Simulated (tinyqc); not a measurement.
# One-diode model of a solar cell: two studies

J is the current delivered and Vj = V + J Rs the junction voltage. J = X JL - J01 (exp(Vj/(n1 Vt)) - 1) - Vj/Rp. The photocurrent does not depend on voltage.

Parameters, values chosen for the exercise; values of the order met in cells of silicon: temperature T = 348 K; photocurrent at one sun JL = 32.8 mA/cm^2; concentration X = 50 suns; saturation current of the diode J01 = 1.2e-6 A/cm^2; ideality factor of the diode n1 = 1.46; series resistance Rs = 0 ohm cm^2; shunt resistance Rp = 400 ohm cm^2; incident power at one sun Pin = 100 mW/cm^2.

Constants: q = 1.602176634e-19 C, kB = 1.380649e-23 J/K, Vt = kB T/q. Results are converted to the units shown.

Each table varies one quantity; the others keep the values above.

## Effect of the shunt resistance

Jsc at V = 0, Voc at J = 0, the maximum power point where J (1 + 2 Rs G) = G Vj with G = -dJ/dVj; FF = Vmp Jmp/(Voc Jsc); efficiency Vmp Jmp/(X Pin). Empirical fill factor without parasitics FF0 = (v - ln(v + 0.72))/(v + 1), v = Voc/(n1 Vt).

The same in every row: Jsc (mA/cm^2) = 1640.0.

Results:
```
Rp (ohm cm^2),Voc (V),Vmp (V),Jmp (mA/cm^2),FF,efficiency (%),FF0
0.6,0.57963,0.42640,908.97,0.40774,7.7517,0.74463
3,0.61274,0.49847,1368.3,0.67871,13.641,0.75399
20,0.61773,0.50637,1488.2,0.74386,15.072,0.75534
100,0.61840,0.50739,1505.5,0.75319,15.277,0.75552
3000,0.61855,0.50764,1509.6,0.75545,15.327,0.75556
20000,0.61856,0.50765,1509.8,0.75552,15.329,0.75556
1e5,0.61856,0.50765,1509.8,0.75553,15.329,0.75556
```

Estimate the missing row, Rp = 600 ohm cm^2.

Computed row:
```
Rp (ohm cm^2),Voc (V),Vmp (V),Jmp (mA/cm^2),FF,efficiency (%),FF0
600,0.61853,0.50760,1509.1,0.75514,15.320,0.75555
```

With this row back in the table: As Rp goes from 0.6 to 1e5, Voc rises from 0.580 to 0.619 V, FF rises from 0.408 to 0.756 and the efficiency rises from 7.75 to 15.3 %. Voc changes by 9.45e-4 mV a decade between the last two rows and 47.4 mV between the first two. For Rp = 0.6 the shunt carries over 0.3 of the photocurrent at open circuit, so it pulls Voc down and FF towards the 1/4 of a resistor.

## Effect of the concentration

Same model as above.

Effect of the concentration:
```
X (suns),Jsc (mA/cm^2),Voc (V),Vmp (V),Jmp (mA/cm^2),FF,efficiency (%),FF0
0.01,0.32800,0.12360,0.063345,0.16574,0.25896,1.0499,0.40755
0.04,1.3120,0.27409,0.18250,0.77942,0.39556,3.5561,0.59463
0.1,3.2800,0.33364,0.24375,2.3578,0.52516,5.7471,0.63794
0.5,16.400,0.41408,0.31977,13.819,0.65071,8.8379,0.68251
2,65.600,0.47683,0.37725,58.032,0.69990,10.946,0.70970
6,196.80,0.52544,0.42176,177.44,0.72370,12.473,0.72746
20,656.00,0.57835,0.47043,599.17,0.74294,14.093,0.74425
80,2624.0,0.63911,0.52669,2421.5,0.76050,15.942,0.76092
300,9840.0,0.69700,0.58064,9148.8,0.77454,17.707,0.77471
```

As X goes from 0.01 to 300, Voc rises from 0.124 to 0.697 V, FF rises from 0.259 to 0.775 and the efficiency rises from 1.05 to 17.7 %. Voc gains 101 mV a decade at the top and 250 mV at the bottom (n1 Vt ln 10 = 101 mV). For X = 0.01, 0.04, 0.1, 0.5 v is below 10, outside the range of the formula for FF0. For X = 0.01, 0.04 the shunt carries over 0.3 of the photocurrent at open circuit, so it pulls Voc down and FF towards the 1/4 of a resistor.

Computed by the program tinyqc: `OMP_NUM_THREADS=1 python tinyqc.py 2280007 2280008 out.jsonl`, one thread of a shared Intel Xeon 2.30GHz, about 0.01 s for the whole run.
